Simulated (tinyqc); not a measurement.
Inside a calculation: donor level screened by free carriers (Yukawa potential). Values are carried at full precision from step to step, so a last printed digit may differ when a step is redone from the rounded ones.

Screening wave number: Debye ks^2 = 4 pi q n/(eps kB T); Thomas-Fermi ks^2 = 6 pi q n/(eps EF) with EF = c (3 pi^2 n/gv)^(2/3)/m, c = hbar^2/2m0; the two are joined by 1/ks^2 = sqrt(1/ks_D^4 + 1/ks_TF^4). 1e18/cm^3 = 1e-6/angstrom^3, q = e^2/(4 pi eps0).

Constants: e^2/(4 pi eps0) = 14.39964547 eV angstrom; kB = 8.617333262e-05 eV/K; hbar^2/2m0 = 3.80998211 eV angstrom^2; Ry = 13.60569312 eV; a0 (Bohr radius) = 0.5291772105 angstrom.

Values chosen for the exercise (near those of a donor in GaN, with one mean mass; not measured data):
```
symbol  value  unit         meaning
m       0.207  m0           mass
eps     9.4                 dielectric constant
gv      1                   valleys
T       400    K            temperature
n       1.7    x 1e18/cm^3  free-carrier density
```

## Units and screening length

Give Ry* = Ry m/eps^2, a* = a0 eps/m, EF, the three values of ks, and x = ks a*.

Ry* = 31.874 meV
a* = 24.03 angstrom
EF = 25.09 meV

ks: Debye, Thomas-Fermi, joined (1/angstrom): 0.03081  0.04423  0.02923

x = 0.7023

EF/kB T = 0.73, so the Debye value, the smaller one, controls the screening.

## One-parameter trial function

Potential -(q/(eps r)) exp(-ks r), q = e^2/(4 pi eps0). In units Ry* = Ry m/eps^2 and a* = a0 eps/m the problem is [-Laplacian - 2 exp(-x r)/r] psi = E psi with x = ks a*.

For exp(-z r): E(z) = z^2 - 8 z^3/(2z + x)^2 in Ry*. Scan z = 0.5, 0.6, ..., 1.1, then minimise; first order gives -1 + 2x.

Scan (Ry*):
```
z    kinetic  potential        E
0.5   0.2500    -0.3451  -0.0951
0.6   0.3600    -0.4775  -0.1175
0.7   0.4900    -0.6209  -0.1309
0.8   0.6400    -0.7727  -0.1327
0.9   0.8100    -0.9314  -0.1214
1.0   1.0000    -1.0955  -0.0955
1.1   1.2100    -1.2641  -0.0541
```

best z = 0.766
E = -0.1335 Ry*
binding = 4.26 meV

First order in x would give 0.405 Ry*, a rigid shift by q ks/eps; it overstates the loss of binding by 0.538 Ry*.

## Converged levels

Converged values use 18 functions exp(-z r), z = 1.55^i, i = -11 to 6: S = 2/A^3, H = z_i z_j S - 2/(A + x)^2, A = z_i + z_j.

The 1s and 2s levels and the mean radius.

1s = -0.1423 Ry*
binding = 4.53 meV
<r> = 53.0 angstrom
second root = 0.0000 Ry*

The trial function misses by 0.0088 Ry*. Screening leaves 14 % of the bare binding, 0.13 kB T. 2s is no longer bound (it unbinds at x = 0.310). At this density n^(1/3) a* is past the Mott value 0.26, so real donors overlap and form no separate level.

## Checks

- 1s at x = 0.5 against the known -0.29623 Ry*: both -0.29623.
- 1s at x = 0 against -1: both -1.00000.

tinyqc: `OMP_NUM_THREADS=1 python tinyqc.py 1281840 1281841 out.jsonl`; about 0.03 s, one thread, shared Intel(R) Xeon(R) Processor @ 2.30GHz.
